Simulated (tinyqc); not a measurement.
UHF in the sto-6g basis, for H3-, spin multiplicity 1, step by step. The basis has no diffuse functions, so it cannot describe the extra electron: this is an exercise in the method, not the real anion. Computed by tinyqc, a small Python program that keeps every step (integrals from PySCF). Settings: charge = -1, multiplicity = 1, basis = sto-6g, energy threshold = 1e-09, iteration cap = 76, orthogonalisation = canonical, start = core, DIIS depth = 0, method = UHF, break = 0.7. Command: `OMP_NUM_THREADS=1 python tinyqc.py 30384 30385 out.jsonl` (the two numbers bound the seeds that draw the settings). One thread of a shared host (Intel(R) Xeon(R) Processor @ 2.60GHz), about 0.1 s of CPU time with the checks. Later iterations appear only in the table of the cycle.

## One-electron integrals

Geometry (angstrom):

| atom | x | y | z |
|---|---|---|---|
| H | 0.0000 | 0.0000 | 0.0000 |
| H | 0.0000 | 0.0000 | 1.2850 |
| H | 0.0000 | 1.2770 | 0.1440 |

Basis sto-6g: exponents (1/bohr^2) and contraction coefficients of normalised primitives:

| element | l (shell) | exponent | coefficient |
|---|---|---|---|
| H | s (1) | 35.5232 | 0.0092 |
| H | s (1) | 6.5131 | 0.0494 |
| H | s (1) | 1.8221 | 0.1685 |
| H | s (1) | 0.6260 | 0.3706 |
| H | s (1) | 0.2431 | 0.4165 |
| H | s (1) | 0.1001 | 0.1303 |

Overlap, kinetic and nuclear-attraction integrals over the contracted functions; the nuclear repulsion is the sum of Za Zb / Rab.

nuclear repulsion = 1.132603 hartree

overlap S:
```
        1H 1s   2H 1s   3H 1s
1H 1s  1.0000  0.3463  0.3463
2H 1s  0.3463  1.0000  0.1877
3H 1s  0.3463  0.1877  1.0000
```

kinetic energy T (hartree):
```
        1H 1s    2H 1s    3H 1s
1H 1s  0.7685   0.0374   0.0374
2H 1s  0.0374   0.7685  -0.0049
3H 1s  0.0374  -0.0049   0.7685
```

nuclear attraction V (hartree):
```
         1H 1s    2H 1s    3H 1s
1H 1s  -2.0551  -0.6200  -0.6199
2H 1s  -0.6200  -1.9559  -0.3155
3H 1s  -0.6199  -0.3155  -1.9558
```

core Hamiltonian H = T + V (hartree):
```
         1H 1s    2H 1s    3H 1s
1H 1s  -1.2866  -0.5826  -0.5825
2H 1s  -0.5826  -1.1873  -0.3204
3H 1s  -0.5825  -0.3204  -1.1873
```

## Two-electron integrals

Functions are numbered as in S; the eight-fold symmetry (ij|kl) = (ji|kl) = (kl|ij) leaves the list below.

Two-electron integrals (ij|kl) in chemists' order, unique and non-zero (hartree):
```
(11|11) 0.7750   (21|11) 0.1978   (21|21) 0.0716   (22|11) 0.3953
(22|21) 0.1978   (22|22) 0.7750   (31|11) 0.1977   (31|21) 0.0570
(31|22) 0.1265   (31|31) 0.0715   (32|11) 0.0841   (32|21) 0.0324
(32|22) 0.0945   (32|31) 0.0324   (32|32) 0.0190   (33|11) 0.3953
(33|21) 0.1265   (33|22) 0.3060   (33|31) 0.1977   (33|32) 0.0945
(33|33) 0.7750
```

## Orthogonalisation

S = U s U^T; canonical form X = U s^(-1/2), so that X^T S X = 1. Each column of U has its largest component positive (the first on a tie).

eigenvalues of S: 0.5952  0.8123  1.5925

X:
```
             1        2       3
1H 1s   0.9991  -0.0001  0.5049
2H 1s  -0.5840  -0.7845  0.4319
3H 1s  -0.5838   0.7846  0.4319
```

## Starting guess

The start is the orbitals of the core Hamiltonian, with HOMO and LUMO mixed by +/-0.7 rad for the two spins; D(s) = C_occ C_occ^T for each spin.

D(alpha) at the start:
```
         1H 1s    2H 1s    3H 1s
1H 1s   0.7358  -0.3844   0.3426
2H 1s  -0.3844   1.1424  -0.0620
3H 1s   0.3426  -0.0620   0.1741
```

D(beta) at the start:
```
         1H 1s    2H 1s    3H 1s
1H 1s   0.7358   0.3426  -0.3844
2H 1s   0.3426   0.1741  -0.0619
3H 1s  -0.3844  -0.0619   1.1423
```

## Iteration 1: building the Fock matrix

J_ij = sum D_kl (ij|kl) with D = D(alpha) + D(beta), K_ij = sum D_kl (ik|jl) for each spin; F = H + J - K(s); E = tr D H + tr D J / 2 - 0.5 sum_s tr D(s) K(s) + E_nn.

Coulomb J (hartree):
```
        1H 1s   2H 1s   3H 1s
1H 1s  2.1274  0.6991  0.6990
2H 1s  0.6991  1.9544  0.3625
3H 1s  0.6990  0.3625  1.9543
```

exchange K(alpha) (hartree):
```
        1H 1s   2H 1s   3H 1s
1H 1s  0.6408  0.2361  0.3128
2H 1s  0.2361  0.7997  0.1396
3H 1s  0.3128  0.1396  0.3082
```

exchange K(beta) (hartree):
```
        1H 1s   2H 1s   3H 1s
1H 1s  0.6408  0.3128  0.2361
2H 1s  0.3128  0.3082  0.1396
3H 1s  0.2361  0.1396  0.7997
```

F(alpha) (hartree):
```
         1H 1s    2H 1s    3H 1s
1H 1s   0.2000  -0.1196  -0.1963
2H 1s  -0.1196  -0.0327  -0.0975
3H 1s  -0.1963  -0.0975   0.4588
```

F(beta) (hartree):
```
         1H 1s    2H 1s    3H 1s
1H 1s   0.2000  -0.1963  -0.1196
2H 1s  -0.1963   0.4588  -0.0976
3H 1s  -0.1196  -0.0976  -0.0327
```

total energy of this density = -1.129523 hartree

## Iteration 1: diagonalisation and new density

Diagonalise F' = X^T F X, C = X C', fill 2 alpha and 2 beta electrons from the bottom; D(s) = C_occ C_occ^T. Each column has its largest component positive (the first on a tie).

F' = X^T F X (alpha) (hartree):
```
         1        2        3
1   0.6469  -0.2853  -0.0006
2  -0.2853   0.3824   0.1362
3  -0.0006   0.1362  -0.0437
```

orbital energies (alpha) (hartree): MO1 -0.0941, MO2 0.2443, MO3 0.8354

coefficients C (alpha):
```
          MO1      MO2      MO3
1H 1s  0.3374  -0.7206  -0.7873
2H 1s  0.7488   0.7576   0.0916
3H 1s  0.2081  -0.4372   0.9532
```

F' = X^T F X (beta) (hartree):
```
         1        2        3
1   0.6470   0.2853  -0.0006
2   0.2853   0.3823  -0.1362
3  -0.0006  -0.1362  -0.0437
```

orbital energies (beta) (hartree): MO1 -0.0941, MO2 0.2442, MO3 0.8355

coefficients C (beta):
```
          MO1      MO2      MO3
1H 1s  0.3374  -0.7206  -0.7873
2H 1s  0.2081  -0.4371   0.9533
3H 1s  0.7488   0.7576   0.0915
```

D(alpha) after iteration 1:
```
         1H 1s    2H 1s    3H 1s
1H 1s   0.6331  -0.2932   0.3852
2H 1s  -0.2932   1.1347  -0.1754
3H 1s   0.3852  -0.1754   0.2344
```

D(beta) after iteration 1:
```
         1H 1s    2H 1s    3H 1s
1H 1s   0.6331   0.3852  -0.2932
2H 1s   0.3852   0.2343  -0.1753
3H 1s  -0.2932  -0.1753   1.1346
```

## Iteration 2: building the Fock matrix

As before.

Coulomb J (hartree):
```
        1H 1s   2H 1s   3H 1s
1H 1s  2.0775  0.6952  0.6952
2H 1s  0.6952  1.9739  0.3639
3H 1s  0.6952  0.3639  1.9739
```

exchange K(alpha) (hartree):
```
        1H 1s   2H 1s   3H 1s
1H 1s  0.6050  0.2468  0.3189
2H 1s  0.2468  0.8049  0.1231
3H 1s  0.3189  0.1231  0.3488
```

exchange K(beta) (hartree):
```
        1H 1s   2H 1s   3H 1s
1H 1s  0.6050  0.3189  0.2468
2H 1s  0.3189  0.3487  0.1231
3H 1s  0.2468  0.1231  0.8049
```

F(alpha) (hartree):
```
         1H 1s    2H 1s    3H 1s
1H 1s   0.1859  -0.1342  -0.2063
2H 1s  -0.1342  -0.0184  -0.0797
3H 1s  -0.2063  -0.0797   0.4378
```

F(beta) (hartree):
```
         1H 1s    2H 1s    3H 1s
1H 1s   0.1859  -0.2063  -0.1341
2H 1s  -0.2063   0.4378  -0.0797
3H 1s  -0.1341  -0.0797  -0.0184
```

total energy of this density = -1.155062 hartree

## Iteration 2: diagonalisation and new density

As before.

F' = X^T F X (alpha) (hartree):
```
         1        2        3
1   0.6714  -0.2655  -0.0183
2  -0.2655   0.3563   0.1260
3  -0.0183   0.1260  -0.0525
```

orbital energies (alpha) (hartree): MO1 -0.0931, MO2 0.2386, MO3 0.8297

coefficients C (alpha):
```
          MO1      MO2      MO3
1H 1s  0.3897  -0.6647  -0.8120
2H 1s  0.7072   0.7888   0.1436
3H 1s  0.2106  -0.4709   0.9364
```

F' = X^T F X (beta) (hartree):
```
         1        2        3
1   0.6715   0.2655  -0.0184
2   0.2655   0.3562  -0.1260
3  -0.0184  -0.1260  -0.0525
```

orbital energies (beta) (hartree): MO1 -0.0931, MO2 0.2385, MO3 0.8297

coefficients C (beta):
```
          MO1      MO2      MO3
1H 1s  0.3897  -0.6647  -0.8120
2H 1s  0.2106  -0.4708   0.9365
3H 1s  0.7072   0.7889   0.1435
```

D(alpha) after iteration 2:
```
         1H 1s    2H 1s    3H 1s
1H 1s   0.5937  -0.2487   0.3951
2H 1s  -0.2487   1.1224  -0.2225
3H 1s   0.3951  -0.2225   0.2661
```

D(beta) after iteration 2:
```
         1H 1s    2H 1s    3H 1s
1H 1s   0.5937   0.3950  -0.2488
2H 1s   0.3950   0.2660  -0.2225
3H 1s  -0.2488  -0.2225   1.1224
```

## Iteration 18 (converged): orbitals

converged F(alpha) (hartree):
```
         1H 1s    2H 1s    3H 1s
1H 1s   0.1739  -0.1491  -0.2124
2H 1s  -0.1491   0.0070  -0.0640
3H 1s  -0.2124  -0.0640   0.4069
```

converged F(beta) (hartree):
```
         1H 1s    2H 1s    3H 1s
1H 1s   0.1739  -0.2124  -0.1491
2H 1s  -0.2124   0.4068  -0.0640
3H 1s  -0.1491  -0.0640   0.0070
```

As before.

F' = X^T F X (alpha) (hartree):
```
         1        2        3
1   0.6928  -0.2328  -0.0338
2  -0.2328   0.3335   0.1104
3  -0.0338   0.1104  -0.0600
```

orbital energies (alpha) (hartree): MO1 -0.0899, MO2 0.2418, MO3 0.8144

coefficients C (alpha):
```
          MO1      MO2      MO3
1H 1s  0.4459  -0.5889  -0.8411
2H 1s  0.6520   0.8223   0.2043
3H 1s  0.2245  -0.5116   0.9115
```

F' = X^T F X (beta) (hartree):
```
         1        2        3
1   0.6928   0.2327  -0.0338
2   0.2327   0.3335  -0.1104
3  -0.0338  -0.1104  -0.0600
```

orbital energies (beta) (hartree): MO1 -0.0899, MO2 0.2418, MO3 0.8144

coefficients C (beta):
```
          MO1      MO2      MO3
1H 1s  0.4459  -0.5889  -0.8411
2H 1s  0.2245  -0.5115   0.9116
3H 1s  0.6520   0.8223   0.2042
```

D(alpha) after iteration 18:
```
         1H 1s    2H 1s    3H 1s
1H 1s   0.5456  -0.1935   0.4014
2H 1s  -0.1935   1.1013  -0.2743
3H 1s   0.4014  -0.2743   0.3121
```

D(beta) after iteration 18:
```
         1H 1s    2H 1s    3H 1s
1H 1s   0.5456   0.4013  -0.1935
2H 1s   0.4013   0.3121  -0.2742
3H 1s  -0.1935  -0.2742   1.1013
```

## Convergence

Stop when the energy changes by less than 1e-09 hartree and every element of the error matrix X^T (F D S - S D F) X (for each spin) is below 9e-06.

Course of the cycle:

| iteration | E (hartree) | change | largest element of the error matrix |
|---|---|---|---|
| 1 | -1.129523 | - | 7.47e-02 |
| 2 | -1.155062 | -2.55e-02 | 3.23e-02 |
| 3 | -1.160157 | -5.10e-03 | 1.62e-02 |
| 4 | -1.161496 | -1.34e-03 | 8.87e-03 |
| 5 | -1.161906 | -4.10e-04 | 5.07e-03 |
| 6 | -1.162043 | -1.37e-04 | 2.98e-03 |
| 7 | -1.162091 | -4.78e-05 | 1.78e-03 |
| 8 | -1.162108 | -1.72e-05 | 1.08e-03 |
| 9 | -1.162115 | -6.29e-06 | 6.53e-04 |
| 10 | -1.162117 | -2.32e-06 | 3.97e-04 |
| 11 | -1.162118 | -8.62e-07 | 2.43e-04 |
| 12 | -1.162118 | -3.21e-07 | 1.48e-04 |
| 13 | -1.162118 | -1.20e-07 | 9.06e-05 |
| 14 | -1.162118 | -4.48e-08 | 5.54e-05 |
| 15 | -1.162118 | -1.68e-08 | 3.39e-05 |
| 16 | -1.162118 | -6.29e-09 | 2.08e-05 |
| 17 | -1.162118 | -2.35e-09 | 1.27e-05 |
| 18 | -1.162118 | -8.82e-10 | 7.78e-06 |

PySCF UHF in the same basis, after a stability check = -1.162118 hartree

Converged in 18 iterations.

## Populations, bond orders and dipole

Mulliken: Z minus the diagonal of D S on the atom; Loewdin: the same with S^(1/2) D S^(1/2); Mayer order: 2 sum_s sum (D(s) S)_ij (D(s) S)_ji over the two atoms.

Charges (e):

| atom | Mulliken | Loewdin | Mulliken spin |
|---|---|---|---|
| 1H | -0.2352 | -0.2155 | -4.38e-05 |
| 2H | -0.3824 | -0.3922 | 0.5832 |
| 3H | -0.3825 | -0.3923 | -0.5832 |

Mayer bond orders:

| pair | order |
|---|---|
| 2-1 | 0.4724 |
| 3-1 | 0.4723 |
| 3-2 | 0.0413 |

dipole moment about the origin, x y z (debye): 0.0000  -2.3459  -2.6246

<S^2> of the determinant (pure state: 0) = 0.6475
